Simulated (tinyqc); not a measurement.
Inside a calculation. Method: plane-wave Kohn-Sham cycle with exchange-only LDA in a layered model solid. One step of it, computed by the program tinyqc.

Task: Iteration 1: levels at that k. Diagonalise the Hermitian matrix.

H (hartree), order -2, -1, +0, +1, +2:
```
[[0.027435, -0.385000, 0.000000, 0.000000, 0.000000],
 [-0.385000, -0.131876, -0.385000, 0.000000, 0.000000],
 [0.000000, -0.385000, -0.163738, -0.385000, 0.000000],
 [0.000000, 0.000000, -0.385000, -0.068152, -0.385000],
 [0.000000, 0.000000, 0.000000, -0.385000, 0.154883]]
```

Give: eigenvalues.

Result:

eigenvalues (hartree): [-0.768, -0.402, 0.003, 0.388, 0.598]
